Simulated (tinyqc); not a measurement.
Worked calculation: anisotropic elasticity and sound waves of a cubic crystal. Computed by tinyqc, a small Python program that keeps every step. Command: `OMP_NUM_THREADS=1 python tinyqc.py 3006844 3006845 out.jsonl cubicelastic walk`. One thread of a shared host (Intel(R) Xeon(R) Processor @ 2.30GHz), about 0.01 s of CPU time with the checks. Intermediate numbers are printed to about 7 digits and carried at full precision; extremes and crossings named in words are read from the listed rows.

Voigt order 1..6 = xx, yy, zz, yz, xz, xy, with engineering shear strains. The rotated frame has x' as named, z' along the wafer normal and y' = z' x x'.

Inputs (values chosen for the exercise, modelled on copper):
```
quantity                                value    unit
C11                                     165.7     GPa
C12                                     119.8     GPa
C44                                     76.11     GPa
density rho                             8.936  g/cm^3
expansion coefficient of the film          17   ppm/K
expansion coefficient of the substrate    2.6   ppm/K
cooling Delta T                           500       K
```

Frame: (110) wafer, x' along [1-11].

wave normal (not normalised): 3  1.5  3.2

## Compliances and anisotropy

S11 = (C11 + C12)/D, S12 = -C12/D, D = (C11 - C12)(C11 + 2 C12), S44 = 1/C44. Zener ratio A = 2 C44/(C11 - C12); S0 = S11 - S12 - S44/2; H = 2 C44 + C12 - C11.

S11 = 15.34676 1/TPa

S12 = -6.439728 1/TPa

S44 = 13.13888 1/TPa

Zener ratio A = 3.316340

S0 = 15.21705 1/TPa

H = 106.32 GPa

## Stiffness in the rotated frame

direction cosines a (rows x', y', z' in the cube axes):
```
            x           y           z
x'  0.5773503  -0.5773503   0.5773503
y'  0.4082483  -0.4082483  -0.8164966
z'  0.7071068   0.7071068   0.0000000
```

C'_ijkl = C12 delta_ij delta_kl + C44 (delta_ik delta_jl + delta_il delta_jk) - H sum_m a_im a_jm a_km a_lm.

C' (GPa), lower triangle (symmetric):
```
          1         2         3         4        5        6
1  236.5800
2   84.3600  218.8600
3   84.3600  102.0800  218.8600
4    0.0000    0.0000    0.0000   58.3900
5    0.0000    0.0000    0.0000  -25.0599  40.6700
6    0.0000   25.0599  -25.0599    0.0000   0.0000  40.6700
```

Normal stress couples to shear strain in this frame.

## Moduli along the axes of the frame

Invert C' to S'. E along x' = 1/S'11, along y' = 1/S'22; Poisson ratios nu(x'y') = -S'12/S'11 and nu(x'z') = -S'13/S'11; in-plane shear modulus 1/S'66.

E along x' = 192.2315 GPa

E along y' = 129.2284 GPa

nu(x'y') = 0.2628529

nu(x'z') = 0.2628529

in-plane shear modulus = 29.91479 GPa

E differs between x' and y' by +48.8 %.

## Thermal stress in a film with this orientation

On cooling, a thick substrate imposes eps_1 = eps_2 = (alpha_film - alpha_substrate) Delta T and eps_6 = 0; the free surface sets sigma_3 = sigma_4 = sigma_5 = 0, which fixes eps_3, eps_4, eps_5. Biaxial modulus M = (sigma_1 + sigma_2)/(2 eps); energy density M eps^2. Elastic response and constant coefficients are assumed.

in-plane strain = 7.2 per mille

elastic strain along the normal = -6.133455 per mille

stress along x' = 1793.350 MPa

stress along y' = 1557.081 MPa

biaxial modulus M = 232.6688 GPa

energy density = 12.06155 MJ/m^3

The film ends in tension. Caution: the thermal stress of this film exceeds 200 MPa, which can relax by slip, cracking or buckling in a real film.

## Sound waves along the wave normal

In the cube axes, with unit normal n: G_ij = (C12 + C44) n_i n_j + (C44 - H n_i^2) delta_ij, eigenvalues rho v^2, eigenvectors u (columns, largest component positive). Group velocity V_i = [(C12 + C44)(u.n) u_i + C44 n_i - H u_i^2 n_i]/(rho v); its angle to n has cosine v/|V|.

Christoffel matrix (GPa):
```
          x        y         z
x  113.6302  41.0235   87.5168
y   41.0235  85.4901   43.7584
z   87.5168  43.7584  118.7997
```

phase velocities (m/s): 1789.934  2600.544  5060.706

polarisations:
```
         slow        fast  longitudinal
x   0.7102515  -0.2905773     0.6411768
y   0.0288558   0.9220819     0.3859174
z  -0.7033564  -0.2555967     0.6632949
```

group speeds (m/s): 2066.968  3076.027  5085.029

angles between V and n (degree): 30.00625  32.28272  5.60625

Energy flows off the wave normal by up to 32.3 degrees, for the fast transverse wave.

## Polycrystal bounds against single-crystal directions

B = (C11 + 2 C12)/3; Voigt G = (C11 - C12 + 3 C44)/5; Reuss G = 5/(4 (S11 - S12) + 3 S44); Hill is their mean; E = 9BG/(3B + G), nu = (3B - 2G)/(6B + 2G). Along <hkl>, with g = 0, 1/4, 1/3: 1/E = S11 - 2 S0 g; for a film with that normal C33 = C11 + 2 H g and M = [6B - (3B - C33) - (3B - C33)^2/C33]/2.

bulk modulus B = 135.1 GPa

Averages:
```
average   G (GPa)   E (GPa)         nu
Voigt    54.84600  144.9263  0.3212111
Reuss    39.50614  107.9920  0.3667752
Hill     47.17607  126.7722  0.3436070
```

Directions:
```
direction   E (GPa)  biaxial modulus M (GPa)
<100>       65.1603                 112.2708
<110>      129.2284                 232.6688
<111>      192.2315                 260.7776
```

The bounds on G differ by 39 %, while E varies by a factor 2.95 with direction; with A above 1 the stiffest axis is <111>. Under a fixed mismatch strain, grains with a <100> normal store the least energy.

Checks made by the program: E along x' against 1/E = S11 - 2 S0 (l^2 m^2 + m^2 n^2 + n^2 l^2) (relative difference below 1e-10); closed form of M against the matrix solution (relative difference below 1e-10).
